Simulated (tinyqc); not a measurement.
# Charges from the flat band at three thicknesses

Question. For a gate stack whose outer layer (permittivity e2) is made in three thicknesses t2, Vfb = V0 - (q/eps0) [Qb t2/e2 + r2 t2^2/(2 e2)], with Qb the sheet density of all charge below that layer and r2 the uniform density in it. Find V0, Qb and r2.

Parameters, values chosen for the exercise: relative permittivity of layer 2 e2 = 24.8.

Constants: q = 1.602176634e-19 C, eps0 = 8.8541878128e-14 F/cm where lengths are in cm. Results are converted to the units shown.

t2 (nm): 2.5  4.2  7.7
Vfb (V): -0.38706410  -0.39978432  -0.42132518

Answer. A parabola through the three points gives the three coefficients.

V0 = -0.3657 V
Qb = 1.260e12 cm^-2
r2 = -7.000e17 cm^-3

Computed by the program tinyqc: `OMP_NUM_THREADS=1 python tinyqc.py 2010112 2010113 out.jsonl`, one thread of a shared Intel Xeon 2.30GHz, about 0.01 s for the whole run.
